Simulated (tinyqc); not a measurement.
Resistance of a tapered via with liner, size effect and interface: two steps of the calculation.

A round via whose diameter grows from db at the bottom as D(z) = db + 2 z/tan(ang). The fill, of diameter D - 2 tl, starts above the bottom liner (thickness fb tl) and has rho = rho0 (1 + ks lam/(D - 2 tl)); the sidewall liner conducts in parallel with it. The bottom liner and the interface are crossed over the full area pi db^2/4. Spreading in the lines above and below is left out.

Values chosen for this exercise; fill metal close to tungsten:

| symbol | value | unit | meaning |
|---|---|---|---|
| db | 54 | nm | diameter at the bottom |
| hv | 120 | nm | height |
| ang | 86 | degrees | sidewall angle |
| rho0 | 5.27 | uohm cm | bulk resistivity of the fill |
| lam | 15.3 | nm | mean free path of the fill |
| ks | 1 |  | size-effect factor |
| tl | 3.4 | nm | liner on the sidewall |
| fb | 0.5 |  | liner at the bottom over that on the sidewall |
| rl | 160 | uohm cm | resistivity of the liner |
| ri | 1.7e-12 | ohm cm^2 | interface resistivity at the bottom |
| Sb | 9.1e14 | S/m^2 | ballistic conductance per area, about 3/(4 rho0 lam) |

Question 1. Slices of the via. Slices between z0 = fb tl and hv, evaluated at their midpoints: conductance per length pi/4 [(D - 2 tl)^2/rho + (D^2 - (D - 2 tl)^2)/rl], slice resistance = slice height over that. 8 slices.

Find: z; D; rho; slice resistance.

Answer 1.

```
slice,z (nm),D (nm),rho (uohm cm),slice resistance (ohm)
0,9.094,55.27,6.933,0.5485
1,23.88,57.34,6.865,0.4999
2,38.67,59.41,6.803,0.4574
3,53.46,61.48,6.745,0.4201
4,68.24,63.54,6.691,0.3871
5,83.03,65.61,6.641,0.3579
6,97.82,67.68,6.594,0.3318
7,112.6,69.75,6.551,0.3084
```

Question 2. Total resistance. R_fill = sum of the slices; R_bottom = rl fb tl/(pi db^2/4); R_interface = ri/(pi db^2/4); ballistic (Sharvin) limit 1/(Sb pi (db - 2 tl)^2/4); ideal cylinder rho0 hv/(pi db^2/4).

```
slice,slice resistance (ohm)
0,0.54848220
1,0.49989949
2,0.45743487
3,0.42011030
4,0.38713450
5,0.35786188
6,0.33176169
7,0.30839447
```

Give: parts; R; shares; ballistic limit; ideal cylinder.

Answer 2.

parts (ohm): fill 3.311, bottom liner 1.188, interface 0.07423
R = 4.573 ohm
shares (%): fill 72.41, bottom liner 25.97, interface 1.62
ballistic limit = 0.6280 ohm
ideal cylinder = 2.761 ohm

The fill is the largest part, and R is 1.66 times the ideal cylinder. With 2000 slices R = 4.5744 ohm.

Program tinyqc, `OMP_NUM_THREADS=1 python tinyqc.py 2750202 2750203 out.jsonl`; Intel Xeon 2.30GHz, shared host, one thread, about 0.01 s.
